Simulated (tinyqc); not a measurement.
Stripping the layer step by step: sheet resistance and Hall data of a diffused or implanted layer. Computed by tinyqc, a small Python program. Command: `OMP_NUM_THREADS=1 python tinyqc.py 3028481 3028482 out.jsonl layer walk`. One thread of a shared host (Intel(R) Xeon(R) Processor @ 2.30GHz), about 0.01 s of CPU time with the checks.

Carriers are taken equal to the net active doping down to the junction (full ionisation, which deep dopants in wide-gap hosts do not reach; no spill-over, no depletion), and the Hall factor is 1.

Inputs (values chosen for the exercise, modelled on nitrogen in 4H-SiC):

| quantity | value | unit |
|---|---|---|
| mu_min | 38.3 | cm^2/(V s) |
| mu_max | 964 | cm^2/(V s) |
| N_ref | 1.9e+17 | 1/cm^3 |
| exponent alpha | 0.6 | - |
| peak concentration N_0 | 2.7e+19 | 1/cm^3 |
| length scale l | 150 | nm |
| background doping N_B (opposite type) | 4.1e+15 | 1/cm^3 |

Profile: Gaussian at the surface. Activation: complete.

Constants: e = 1.602176634e-19 C.

Method:
- N(x) = N_0 exp(-x^2/l^2), dose N_0 l sqrt(pi)/2, junction x_j = l sqrt(ln(N_0/N_B)).
- Mobility mu = mu_min + (mu_max - mu_min)/(1 + (N_t/N_ref)^alpha), N_t = active doping + N_B; carriers n = active doping - N_B, all dopants active.
- Integrals from x_0 (0 unless stated) to x_j by the midpoint rule on 400 even intervals: 1/R_s = e int n mu dx; sheet density n_s = int n dx; Hall sheet density (int n mu dx)^2/int n mu^2 dx; Hall mobility int n mu^2 dx/int n mu dx.
- After removing a depth d the integrals start at d. Differences between neighbouring rows give the local conductivity -d(1/R_s)/dx at the middle of the slice (the last slice uses one more step, not listed).

junction depth x_j = 444.785 nm

Differential sheet resistance:

| removed d (nm) | R_s (ohm) | slice conductivity (S/cm) | sigma at mid-slice (S/cm) |
|---|---|---|---|
| 0 | 168.5 | 353.29 | 354.98 |
| 44 | 228.3 | 314.48 | 315.55 |
| 88 | 333.7 | 250.59 | 250.83 |
| 132 | 528.0 | 180.48 | 180.09 |
| 176 | 909.2 | 118.48 | 117.86 |
| 220 | 1728.7 | 70.77 | 70.16 |
| 264 | 3744.2 | 37.50 | 36.99 |
| 308 | 9796.9 | 16.60 | 16.18 |

R_s doubles after removing between 88.0 and 132 nm of a layer 445 nm deep, so half the current flows above that depth. Where sigma exceeds a tenth of its largest listed value, the slice values agree with it within 2 %.

Extremes, crossings and ranges named in words are read from the listed rows.
